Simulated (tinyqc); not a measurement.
Changing the uniaxial anisotropy K_u: domain walls in a thin film with perpendicular anisotropy: Bloch, Neel and chiral walls, motion and stripe domains. Computed by tinyqc, a small Python program. Command: `OMP_NUM_THREADS=1 python tinyqc.py 3026767 3026768 out.jsonl mwall sweep`. One thread of a shared host (Intel(R) Xeon(R) Processor @ 2.30GHz), about 0.02 s of CPU time with the checks.

One-dimensional wall: polar angle theta(x), azimuth phi of the moment in the wall (phi = 0 Neel, 90 degrees Bloch). mu_0 = 1.25663706212e-6 T m/A, gamma = 1.76085963023e11 rad/(s T).

Inputs (values chosen for the exercise, for a model film):

| quantity | value | unit |
|---|---|---|
| saturation magnetisation M_s | 703 | kA/m |
| exchange stiffness A | 23 | pJ/m |
| DMI constant D | 0.62 | mJ/m^2 |
| thickness t | 0.68 | nm |

Method:
- K_eff = K_u - mu_0 M_s^2/2; Delta = sqrt(A/K_eff); sigma_0 = 4 sqrt(A K_eff); profile theta = 2 arctan exp(x/Delta); quality factor Q = 2 K_u/(mu_0 M_s^2).
- sigma(phi) = sigma_0 + 2 Delta K_D cos^2(phi) - pi D cos(phi), with the wall shape anisotropy K_D = N_x mu_0 M_s^2/2, N_x = t ln 2/(pi Delta). The minimum has cos(phi) = D/D_N for D < D_N = 4 Delta K_D/pi and phi = 0 beyond; sigma turns negative at D_c = (sigma_0 + 2 Delta K_D)/pi.
- Dipolar length l = sigma/(mu_0 M_s^2); for t much smaller than the period the domain width is w = 0.955 t exp(pi l/t) (Kaplan and Gehring), given as log10 of w in nm.

One run for each value:

| uniaxial anisotropy K_u (kJ/m^3) | width parameter Delta (nm) | wall energy sigma (mJ/m^2) | D_c (mJ/m^2) | log10 of the domain width in nm | K_eff (kJ/m^3) |
|---|---|---|---|---|---|
| 351 | 23.837 | 2.005 | 1.2582 | 6.290 | 40.5 |
| 496 | 11.136 | 6.407 | 2.6595 | 20.512 | 185.5 |
| 641 | 8.342 | 9.173 | 3.5400 | 29.449 | 330.5 |
| 786 | 6.955 | 11.373 | 4.2402 | 36.557 | 475.5 |
| 931 | 6.088 | 13.256 | 4.8396 | 42.640 | 620.5 |
| 1080 | 5.467 | 14.973 | 5.3861 | 48.187 | 769.5 |
| 1220 | 5.029 | 16.440 | 5.8530 | 52.926 | 909.5 |
| 1370 | 4.659 | 17.891 | 6.3149 | 57.614 | 1059.5 |
| 1510 | 4.379 | 19.155 | 6.7173 | 61.698 | 1199.5 |

Describe the trends.

Over the rows, width parameter Delta (nm) falls from 23.8 to 4.38 (exponent d ln y / d ln x -2.2 between the first rows and -0.64 between the last); wall energy sigma (mJ/m^2) rises from 2.00 to 19.2 (exponent d ln y / d ln x 3.4 between the first rows and 0.70 between the last); D_c (mJ/m^2) rises from 1.26 to 6.72 (exponent d ln y / d ln x 2.2 between the first rows and 0.63 between the last).

Extremes, crossings and ranges named in words are read from the listed rows.
